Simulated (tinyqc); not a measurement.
Biaxial strain splits the top of the valence band: sp3s* tight binding, strained.

sp3s* tight binding, nearest neighbours only: anion (a) at 0, cation (c) at a/4 (1,1,1), orbitals s, px, py, pz, s* on each; k in units of 2 pi/a. With phases e_j = exp(i (pi/2) k.n_j) for n = (1,1,1), (1,-1,-1), (-1,1,-1), (-1,-1,1): g0 = (e1+e2+e3+e4)/4, g1 = (e1+e2-e3-e4)/4, g2 = (e1-e2+e3-e4)/4, g3 = (e1-e2-e3+e4)/4. The diagonal holds the levels Esa, Epa, Exa (s*) and Esc, Epc, Exc. Anion-cation block: <sa|sc> = Vss g0; <sa|xc> = Vsapc g1; <xa|sc> = -Vscpa g1; <xa|xc> = Vxx g0; <xa|yc> = <ya|xc> = Vxy g3, <xa|zc> = <za|xc> = Vxy g2, <ya|zc> = <za|yc> = Vxy g1; <s*a|xc> = Vxapc g1; <xa|s*c> = -Vpaxc g1; y and z take g2 and g3 in place of g1; s-s* and s*-s* vanish.

Strain e moves each bond vector to d = (1 + e) d0 (no internal displacement for the diagonal strains used here) and k is given in fractions of the strained reciprocal cell, so the phases stay. Two-centre values Vss_sigma = Vss/4, Vsp_sigma = sqrt3 V/4 for each s-p and s*-p pair, Vpp_sigma = (Vxx + 2 Vxy)/4, Vpp_pi = (Vxx - Vxy)/4 are scaled by (d0/d)^eta and combined with the new direction cosines; the levels on the diagonal stay.

Values chosen for the exercise (near a published set for SiC, fitted to gaps, whose masses and valley positions are rough; spin-orbit coupling, where it is added without a refit, lifts the valence top and shrinks all gaps by about a third of the splitting; shifted at random, so the results belong to these values and not to a real crystal): Esa = -8.435 eV (s level of the anion); Epa = 2.116 eV (p level of the anion); Esc = -4.785 eV (s level of the cation); Epc = 4.319 eV (p level of the cation); Exa = 9.621 eV (s* level of the anion); Exc = 9.222 eV (s* level of the cation); Vss = -12.58 eV (s-s); Vxx = 3.018 eV (px-px); Vxy = 5.861 eV (px-py); Vsapc = 9.52 eV (s anion, p cation); Vscpa = 9.084 eV (s cation, p anion); Vxapc = 8.819 eV (s* anion, p cation); Vpaxc = 4.348 eV (p anion, s* cation); eta = 2 (scaling exponent); D001 = 0.73 (ratio -ezz/exx).

No spin-orbit coupling; k = 0; exx = eyy = e, ezz = -D001 e. The four bonds keep equal lengths, and the sums over them give Vxx(e) for px and py and Vzz(e) for pz; each level is the lower root of [[Epa, V], [V, Epc]], and the s level the upper root of the s block. The shear potential b follows from E(x,y) - E(z) = 3 b (exx - ezz), taken as the slope between e = -0.005 and 0.005.

Couplings and levels at Gamma (eV):

| e | ezz | Vxx(e) | Vzz(e) | E(x,y) | E(z) | E(x,y) - E(z) (meV) | upper s level |
|---|---|---|---|---|---|---|---|
| -0.020 | 0.0146 | 2.9295 | 3.3478 | 0.0877 | -0.3068 | 394.6 | 6.3118 |
| -0.010 | 0.0073 | 2.9749 | 3.1808 | 0.0453 | -0.1486 | 193.9 | 6.2069 |
| -0.005 | 0.0037 | 2.9967 | 3.0989 | 0.0248 | -0.0713 | 96.1 | 6.1544 |
| 0.005 | -0.0037 | 3.0387 | 2.9381 | -0.0147 | 0.0797 | -94.4 | 6.0489 |
| 0.010 | -0.0073 | 3.0590 | 2.8593 | -0.0337 | 0.1533 | -187.1 | 5.9961 |
| 0.020 | -0.0146 | 3.0978 | 2.7048 | -0.0703 | 0.2970 | -367.3 | 5.8904 |

b = -3.670 eV

Under tension in the plane (e > 0) the bonds tilt towards the plane, Vxx grows to 3.0590 and Vzz falls to 2.8593 eV at e = 0.01, and the pz state forms the top of the valence band, by 187.1 meV; under compression (e = -0.01) the px, py pair does, by 193.9 meV. The slope gives b = -3.67 eV, a rough value, since on-site strain terms are left out (measured values lie near -2 eV).

tinyqc: `OMP_NUM_THREADS=1 python tinyqc.py 1451140 1451141 out.jsonl`; about 0.2 s, one thread, shared Intel(R) Xeon(R) Processor @ 2.30GHz.
